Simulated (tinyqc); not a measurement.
Worked calculation: UHF in the sto-3g basis, for Be+, spin multiplicity 2. One step of it, computed by the program tinyqc.

Task: Iteration 2: building the Fock matrix. J_ij = sum D_kl (ij|kl) with D = D(alpha) + D(beta), K_ij = sum D_kl (ik|jl) for each spin; F = H + J - K(s); E = tr D H + tr D J / 2 - 0.5 sum_s tr D(s) K(s) + E_nn.

D(alpha) after iteration 1:
```
            1Be 1s     1Be 2s   1Be 2px   1Be 2py   1Be 2pz
1Be 1s    1.072213  -0.278258  0.000000  0.000000  0.000000
1Be 2s   -0.278258   1.072213  0.000000  0.000000  0.000000
1Be 2px   0.000000   0.000000  0.000000  0.000000  0.000000
1Be 2py   0.000000   0.000000  0.000000  0.000000  0.000000
1Be 2pz   0.000000   0.000000  0.000000  0.000000  0.000000
```

D(beta) after iteration 1:
```
            1Be 1s     1Be 2s   1Be 2px   1Be 2py   1Be 2pz
1Be 1s    1.003331  -0.007171  0.000000  0.000000  0.000000
1Be 2s   -0.007171   0.000391  0.000000  0.000000  0.000000
1Be 2px   0.000000   0.000000  0.000000  0.000000  0.000000
1Be 2py   0.000000   0.000000  0.000000  0.000000  0.000000
1Be 2pz   0.000000   0.000000  0.000000  0.000000  0.000000
```

core Hamiltonian H = T + V (hartree):
```
            1Be 1s     1Be 2s    1Be 2px    1Be 2py    1Be 2pz
1Be 1s   -7.867117  -1.932258   0.000000   0.000000   0.000000
1Be 2s   -1.932258  -2.102157   0.000000   0.000000   0.000000
1Be 2px   0.000000   0.000000  -1.634157   0.000000   0.000000
1Be 2py   0.000000   0.000000   0.000000  -1.634157   0.000000
1Be 2pz   0.000000   0.000000   0.000000   0.000000  -1.634157
```

Two-electron integrals (ij|kl) in chemists' order, unique and non-zero (hartree):
```
(11|11) 2.298831   (21|11) 0.392036   (21|21) 0.079539   (22|11) 0.570988
(22|21) 0.143041   (22|22) 0.417683   (31|31) 0.014607   (32|31) 0.021888
(32|32) 0.092265   (33|11) 0.569578   (33|21) 0.143083   (33|22) 0.417589
(33|33) 0.449859   (41|41) 0.014607   (42|41) 0.021888   (42|42) 0.092265
(43|43) 0.024249   (44|11) 0.569578   (44|21) 0.143083   (44|22) 0.417589
(44|33) 0.401360   (44|44) 0.449859   (51|51) 0.014607   (52|51) 0.021888
(52|52) 0.092265   (53|53) 0.024249   (54|54) 0.024249   (55|11) 0.569578
(55|21) 0.143083   (55|22) 0.417589   (55|33) 0.401360   (55|44) 0.401360
(55|55) 0.449859
```

nuclear repulsion = 0 hartree

Give: Coulomb J; exchange K(alpha); exchange K(beta); F(alpha); F(beta); total energy of this density.

Result:

Coulomb J (hartree):
```
         1Be 1s  1Be 2s  1Be 2px  1Be 2py  1Be 2pz
1Be 1s   5.1600  0.9217   0.0000   0.0000   0.0000
1Be 2s   0.9217  1.5515   0.0000   0.0000   0.0000
1Be 2px  0.0000  0.0000   1.5484   0.0000   0.0000
1Be 2py  0.0000  0.0000   0.0000   1.5484   0.0000
1Be 2pz  0.0000  0.0000   0.0000   0.0000   1.5484
```

exchange K(alpha) (hartree):
```
         1Be 1s  1Be 2s  1Be 2px  1Be 2py  1Be 2pz
1Be 1s   2.3319  0.3927   0.0000   0.0000   0.0000
1Be 2s   0.3927  0.4535   0.0000   0.0000   0.0000
1Be 2px  0.0000  0.0000   0.1024   0.0000   0.0000
1Be 2py  0.0000  0.0000   0.0000   0.1024   0.0000
1Be 2pz  0.0000  0.0000   0.0000   0.0000   0.1024
```

exchange K(beta) (hartree):
```
         1Be 1s  1Be 2s  1Be 2px  1Be 2py  1Be 2pz
1Be 1s   2.3009  0.3887   0.0000   0.0000   0.0000
1Be 2s   0.3887  0.0779   0.0000   0.0000   0.0000
1Be 2px  0.0000  0.0000   0.0144   0.0000   0.0000
1Be 2py  0.0000  0.0000   0.0000   0.0144   0.0000
1Be 2pz  0.0000  0.0000   0.0000   0.0000   0.0144
```

F(alpha) (hartree):
```
          1Be 1s   1Be 2s  1Be 2px  1Be 2py  1Be 2pz
1Be 1s   -5.0391  -1.4033   0.0000   0.0000   0.0000
1Be 2s   -1.4033  -1.0042   0.0000   0.0000   0.0000
1Be 2px   0.0000   0.0000  -0.1882   0.0000   0.0000
1Be 2py   0.0000   0.0000   0.0000  -0.1882   0.0000
1Be 2pz   0.0000   0.0000   0.0000   0.0000  -0.1882
```

F(beta) (hartree):
```
          1Be 1s   1Be 2s  1Be 2px  1Be 2py  1Be 2pz
1Be 1s   -5.0080  -1.3993   0.0000   0.0000   0.0000
1Be 2s   -1.3993  -0.6286   0.0000   0.0000   0.0000
1Be 2px   0.0000   0.0000  -0.1001   0.0000   0.0000
1Be 2py   0.0000   0.0000   0.0000  -0.1001   0.0000
1Be 2pz   0.0000   0.0000   0.0000   0.0000  -0.1001
```

total energy of this density = -14.091983 hartree

This density is a damped mixture and is not idempotent.
